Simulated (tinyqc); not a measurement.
The starting point: quasiparticle equation with a plasmon-pole self-energy for two band edges.

For each edge E = e + X + Sc(E), with the correlation part Sc(E) = A[0]/(E - a + w) + A[1]/(E - b - w); a and b are the valence and conduction energies that enter the Green function (a = ev, b = ec in the one-shot scheme). Z = 1/(1 - dSc/dE), dSc/dE = -A[0]/(E - a + w)^2 - A[1]/(E - b - w)^2.

Values chosen for the exercise (scales of the order of those of SiC; shifted at random, so the results belong to these values and not to a real crystal): ev = 0 eV (mean-field valence top); ec = 2.29 eV (mean-field conduction edge); w = 20.9 eV (pole energy); Av = (82.5, 41.9) eV^2 (weights of the valence state on the hole and electron poles); Ac = (46.8, 80.1) eV^2 (the same for the conduction state); Xv = -2.8 eV (exchange minus the mean-field potential, valence); Xc = 2.42 eV (the same, conduction).

The mean-field gap is opened by d (ev lowered by d/2, ec raised by d/2) and X is changed by the opposite amounts, so that e + X stays; one-shot and G-updated gaps.

Gaps (eV):

| d | start | one-shot | update G |
|---|---|---|---|
| 0.0 | 2.290 | 3.2850 | 3.3829 |
| 0.2 | 2.490 | 3.3032 | 3.3829 |
| 0.4 | 2.690 | 3.3213 | 3.3829 |
| 0.6 | 2.890 | 3.3392 | 3.3829 |
| 0.9 | 3.190 | 3.3659 | 3.3829 |
| 1.2 | 3.490 | 3.3923 | 3.3829 |
| 1.6 | 3.890 | 3.4271 | 3.3829 |

The one-shot gap moves by a fraction 0.09 of any change of the starting gap, while the updated gap, 3.3829 eV, does not depend on it. The two agree where the start already equals the result, near d = 1.09 eV. A real change of starting point alters the orbitals and the screening too; this model holds both fixed.

Program tinyqc; command `OMP_NUM_THREADS=1 python tinyqc.py 1880255 1880256 out.jsonl`; about 0.02 s on one thread of a shared Intel(R) Xeon(R) Processor @ 2.30GHz.
